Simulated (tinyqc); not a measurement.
# Drift layer from breakdown voltage and on-resistance

Question. An ideal drift layer with a triangular field at breakdown has BV = Ec W/2, N = eps0 eps_r Ec/(q W) and Ron = W/(q mu N). Find Ec, W and N.

Inputs (values chosen for the exercise): relative permittivity eps_r = 11.9; electron mobility of the drift layer mu = 1440 cm^2/(V s).

Constants: q = 1.602176634e-19 C, eps0 = 8.8541878128e-14 F/cm where lengths are in cm. Results are converted to the units shown.

BV = 44.478523 V
Ron = 0.063287492 mohm cm^2

Answer. Eliminating W and N gives Ron = 4 BV^2/(eps0 eps_r mu Ec^3), which yields Ec.

Ec = 435.2 kV/cm
W = 2.044 um
N = 1.400e16 cm^-3

Numbers from tinyqc (`OMP_NUM_THREADS=1 python tinyqc.py 2120005 2120006 out.jsonl`; about 0.03 s on one thread of a shared Intel Xeon 2.30GHz).
